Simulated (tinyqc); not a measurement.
CCSD on RHF in the sto-3g basis, for BeH2, spin multiplicity 1, step by step. One step of it, computed by the program tinyqc.

Question. CCSD: starting amplitudes. t_ij^ab = <ij||ab> / (e_i + e_j - e_a - e_b), whose energy is MP2.

orbital energies (hartree): MO1 -4.520220, MO2 -0.455264, MO3 -0.418742, MO4 0.212137, MO5 0.212137, MO6 0.455308, MO7 0.928280

Two-electron integrals over orbitals (pq|rs), unique and non-zero (hartree):
```
(11|11) 2.271509    (21|11) -0.197825   (21|21) 0.026447    (22|11) 0.485834
(22|21) -0.006638   (22|22) 0.397012    (31|31) 0.005948    (32|31) 0.013948
(32|32) 0.164151    (33|11) 0.455973    (33|21) -0.002787   (33|22) 0.410304
(33|33) 0.433493    (41|41) 0.015767    (42|41) 0.015261    (42|42) 0.049279
(43|43) 0.014524    (44|11) 0.569175    (44|21) -0.007984   (44|22) 0.368227
(44|33) 0.355326    (44|44) 0.449859    (51|51) 0.015767    (52|51) 0.015261
(52|52) 0.049279    (53|53) 0.014524    (54|54) 0.024249    (55|11) 0.569175
(55|21) -0.007984   (55|22) 0.368227    (55|33) 0.355326    (55|44) 0.401360
(55|55) 0.449859    (61|11) -0.182545   (61|21) 0.025065    (61|22) -0.006710
(61|33) -0.004011   (61|44) -0.004812   (61|55) -0.004812   (61|61) 0.023979
(62|11) 0.113237    (62|21) -0.006605   (62|22) -0.024005   (62|33) -0.047122
(62|44) 0.053276    (62|55) 0.053276    (62|61) -0.004101   (62|62) 0.078013
(63|31) -0.002455   (63|32) -0.094473   (63|63) 0.083577    (64|41) 0.016359
(64|42) 0.047382    (64|64) 0.050845    (65|51) 0.016359    (65|52) 0.047382
(65|65) 0.050845    (66|11) 0.475370    (66|21) -0.006631   (66|22) 0.395715
(66|33) 0.406760    (66|44) 0.366564    (66|55) 0.366564    (66|61) -0.006115
(66|62) -0.034357   (66|66) 0.410692    (71|31) 0.011119    (71|32) 0.020344
(71|63) -0.001892   (71|71) 0.021192    (72|31) 0.003596    (72|32) -0.043948
(72|63) 0.061266    (72|71) 0.007424    (72|72) 0.056618    (73|11) 0.140868
(73|21) -0.005008   (73|22) -0.005323   (73|33) -0.020704   (73|44) 0.060013
(73|55) 0.060013    (73|61) -0.003349   (73|62) 0.073368    (73|66) -0.025886
(73|73) 0.082711    (74|43) 0.013744    (74|74) 0.016578    (75|53) 0.013744
(75|75) 0.016578    (76|31) 0.011158    (76|32) 0.142671    (76|63) -0.095094
(76|71) 0.016478    (76|72) -0.055196   (76|76) 0.140476    (77|11) 0.575735
(77|21) -0.008962   (77|22) 0.426487    (77|33) 0.445134    (77|44) 0.390365
(77|55) 0.390365    (77|61) -0.008744   (77|62) -0.035434   (77|66) 0.434469
(77|73) -0.009987   (77|77) 0.486814
```

Give: Starting amplitudes; correlation energy.

Answer.

Starting amplitudes (spin orbitals 1a, 1b, ...; amplitudes related by a flip of all spins are not repeated):
```
from      to          t
3a 3b  6a 6b    -0.0478
2a 2b  6a 6b    -0.0428
2a 2b  4a 4b    -0.0369
2a 2b  5a 5b    -0.0369
2a 3b  6a 7b    -0.0325
3a 3b  7a 7b    -0.0307
2a 3b  6b 7a     0.0271
2a 2b  7a 7b    -0.0205
3a 3b  4a 4b    -0.0115
3a 3b  5a 5b    -0.0115
2a 3a  6a 7a    -0.0054
1a 2b  4a 4b    -0.0028
1a 2b  5a 5b    -0.0028
1a 1b  6a 6b    -0.0024
1a 1b  7a 7b    -0.0019
1a 1b  4a 4b    -0.0017
1a 1b  5a 5b    -0.0017
1a 2b  7a 7b    -0.0011
1a 2b  6a 6b     0.0007
1a 3b  6a 7b     0.0005
1a 3b  6b 7a  -2.99e-04
1a 3a  6a 7a   2.30e-04
```

correlation energy = -0.023583 hartree
